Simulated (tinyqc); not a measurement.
Size of the sine basis: hole subbands of a hard-walled well, four-band Luttinger model.

Hole energies are counted downwards from the unstrained band edge, c = hbar^2/2m0. After the usual block transformation one block is H = [[P + Q - Zs, R - i S], [R + i S, P - Q + Zs]] in (heavy, light), with P +/- Q = c [(g1 +/- g2) k^2 + (g1 -/+ 2 g2) kz^2], R = sqrt(3) c gR k^2, S = 2 sqrt(3) c g3 k kz, kz = -i d/dz; axial approximation gR = (g2 + g3)/2. Zs = b (e_par - e_perp) is the shear part of the strain (the hydrostatic part shifts all levels alike and is left out). Basis sqrt(2/L) sin(n pi z/L), n = 1 to N, for each component: kz^2 gives (n pi/L)^2 and the heavy-light block is R delta_nm - 2 sqrt(3) c g3 k D_nm with D_nm = 4 n m/(L (n^2 - m^2)) for n + m odd, 0 otherwise. The other block has the same levels. The split-off band is left out.

Constants: hbar^2/2m0 = 3.80998211 eV angstrom^2.

Inputs chosen for the exercise (near those of GaAs; shifted at random, so the results belong to these values and not to a real crystal):
- g1 = 7 (Luttinger gamma1)
- g2 = 2.06 (gamma2)
- g3 = 2.94 (gamma3)
- L = 55 angstrom (well width along [001])
- k = 0.0272 1/angstrom (wave vector in the plane)

shear strain energy Zs = 0.055813 eV

The four lowest hole energies at the given k for growing N.

Hole energies (meV):

| N | E1 | E2 | E3 | E4 |
|---|---|---|---|---|
| 2 | 0.558 | 90.537 | 230.824 | 627.160 |
| 3 | 0.352 | 84.675 | 229.645 | 268.511 |
| 4 | 0.223 | 84.671 | 227.853 | 260.346 |
| 6 | 0.176 | 84.344 | 227.652 | 259.822 |
| 10 | 0.158 | 84.247 | 227.576 | 259.652 |
| 20 | 0.153 | 84.225 | 227.556 | 259.608 |
| 40 | 0.153 | 84.222 | 227.553 | 259.602 |
| 80 | 0.152 | 84.221 | 227.552 | 259.601 |

Is N = 3 enough for 1 meV in the two lowest levels?

Yes: against N = 80, N = 3 errs by up to 0.45 meV in E1 and E2, always upwards, as a variational basis must. Both are within 0.1 meV of N = 80 from N = 10 on; N = 40 and N = 80 differ by 3.4e-04 meV at most.

Run: tinyqc, `OMP_NUM_THREADS=1 python tinyqc.py 1281897 1281898 out.jsonl`; Intel(R) Xeon(R) Processor @ 2.30GHz, one thread, shared host; about 0.1 s of CPU time with all checks.
